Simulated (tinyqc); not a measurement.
Concentration-dependent dopant diffusion with charged defects and the built-in field: one step, computed by the program tinyqc. Command: `OMP_NUM_THREADS=1 python tinyqc.py 3021781 3021782 out.jsonl extrinsic walk`. One thread of a shared host (Intel(R) Xeon(R) Processor @ 2.30GHz), about 0.1 s of CPU time with the checks.

A constant source C_s feeds a half space. The dopant moves through neutral point defects and through charged ones, whose number grows with the majority carrier density n.

Task: Diffusivity at the surface. n = C/2 + sqrt(C^2/4 + n_i^2); D(C) = h [Dx + D1 (n/n_i)], h = 1 + C/sqrt(C^2 + 4 n_i^2).

Inputs (values chosen for the exercise, modelled on boron in silicon): surface concentration C_s = 1e+20 1/cm^3; temperature T = 1050 C.

Field enhancement: on.

n_i = 9.288284e+18 1/cm^3

partial diffusivities (cm^2/s): Dx 2.509269e-15, D1 5.008045e-14

intrinsic diffusivity D_i = 5.258972e-14 cm^2/s

Give: n/n_i; field factor h; surface diffusivity D_s; enhancement D_s/D_i.

Result:

n/n_i = 10.858

field factor h = 1.9832

surface diffusivity D_s = 1.0834e-12 cm^2/s

enhancement D_s/D_i = 20.601

C_s is 10.8 times n_i: diffusion is extrinsic near the surface. At such a C_s dopants can cluster or exceed their solubility, which the model leaves out.
